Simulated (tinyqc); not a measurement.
What the shift does to the intrinsic density: temperature and isotope dependence of a band gap in oscillator models.

E(T) = E0 - sum_i sl_i th_i n_i(T), n = 1/(exp(th/T) - 1). The same coupling lowers the gap at 0 K by the zero-point term ZP = sum_i sl_i th_i/2, so the gap of the static lattice is E0 + ZP. Thermal expansion is taken as part of the slopes.

Constants: kB = 8.617333262e-05 eV/K; hbar^2/2m0 = 3.80998211 eV angstrom^2.

Values chosen for the exercise (near those of SiC; not measured data): E0 = 3.235 eV (gap at 0 K); th = (263, 873) K (temperatures of two oscillators); sl = (0.1802, 0.3348) meV/K (their high-temperature slopes); mm = 0.87 m0 (geometric mean of the density-of-states masses).

ni = 2 (mm kT/(4 pi c))^(3/2) exp(-E/2kT), c = hbar^2/2m0, with E(T) and with E0; 1 angstrom^-3 = 1e24 cm^-3. Apparent gap from an Arrhenius plot of ni/T^(3/2): E(T) - T dE/dT, dE/dT = -sum sl_i (th_i/T)^2 n_i (1 + n_i).

Results:

| T (K) | E(T) (eV) | ni (cm^-3) | ni with E(T) / ni with E0 | apparent gap (eV) |
|---|---|---|---|---|
| 200 | 3.2138 | 3.57e-22 | 1.847 | 3.2618 |
| 250 | 3.2004 | 8.54e-14 | 2.233 | 3.2746 |
| 300 | 3.1844 | 3.64e-08 | 2.662 | 3.2869 |
| 350 | 3.1664 | 0.000410 | 3.119 | 3.2981 |
| 400 | 3.1469 | 0.470 | 3.590 | 3.3078 |
| 500 | 3.1048 | 9.87e+03 | 4.533 | 3.3235 |
| 700 | 3.0132 | 1.03e+09 | 6.285 | 3.3441 |

What can be read from this table?

Using E0 in place of E(T) understates ni by a factor that rises from 1.85 to 6.28, towards exp(sum sl/2kB) = 19.8. The slope of an Arrhenius plot returns neither E(T) nor E0 but the intercept of the tangent, 3.2869 eV at 300 K, which lies 52 meV above E0 and tends to the static gap 3.4048 eV.

Computed by tinyqc, a small Python program: `OMP_NUM_THREADS=1 python tinyqc.py 1850128 1850129 out.jsonl` (the numbers bound the seed that draws the inputs); one thread of a shared host (Intel(R) Xeon(R) Processor @ 2.30GHz), about 0.01 s for the whole set of steps.
